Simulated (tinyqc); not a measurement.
From results back to parameters: free and nearly free electrons in a metal. Five cases, with inputs chosen for the exercise.

Problem. A free-electron metal with 4 atoms in the cubic cell and z electrons an atom has EF = c kF^2/m, (hbar omega_p)^2 = 8 pi c (e^2/(4 pi eps0)) n/m and kF = (3 pi^2 n)^(1/3), c = hbar^2/2m0.

Constants: hbar^2/2m0 = 3.80998211 eV angstrom^2; e^2/(4 pi eps0) = 14.39964547 eV angstrom.

Find: kF; m; z.

Method. (hbar omega_p)^2/EF = (8/(3 pi)) (e^2/(4 pi eps0)) kF gives kF; EF then gives m, and n = kF^3/(3 pi^2) gives z.

Case 1.

Values chosen (out of a larger set: near those of Al; not measured data): a = 4.01 angstrom (fcc lattice constant).

EF = 12.25361 eV
hbar omega_p = 16.26468 eV

Solution.

kF = 1.7663 1/angstrom
m = 0.97 m0
z = 3.00

Case 2.

Values chosen (out of a larger set: near those of Ca; not measured data): a = 5.602 angstrom (fcc lattice constant).

EF = 4.22524 eV
hbar omega_p = 7.55251 eV

Solution.

kF = 1.1045 1/angstrom
m = 1.10 m0
z = 2.00

Case 3.

Values chosen (out of a larger set: near those of Ca; not measured data): a = 5.594 angstrom (fcc lattice constant).

EF = 4.66107 eV
hbar omega_p = 7.93814 eV

Solution.

kF = 1.1061 1/angstrom
m = 1.00 m0
z = 2.00

Case 4.

Values chosen (out of a larger set: near those of Cu, whose d bands this model ignores; not measured data): a = 3.643 angstrom (fcc lattice constant).

EF = 4.55493 eV
hbar omega_p = 8.66317 eV

Solution.

kF = 1.3480 1/angstrom
m = 1.52 m0
z = 1.00

Case 5.

Values chosen (out of a larger set: near those of Ag, whose d bands this model ignores; not measured data): a = 4.122 angstrom (fcc lattice constant).

EF = 5.40789 eV
hbar omega_p = 8.87412 eV

Solution.

kF = 1.1914 1/angstrom
m = 1.00 m0
z = 1.00

Computed by tinyqc, one run a case: `OMP_NUM_THREADS=1 python tinyqc.py N N+1 out.jsonl` with N = 1652366, 1652379, 1652426, 1652468, 1652555; one thread of a shared Intel(R) Xeon(R) Processor @ 2.30GHz, about 0.01 s a run at most.
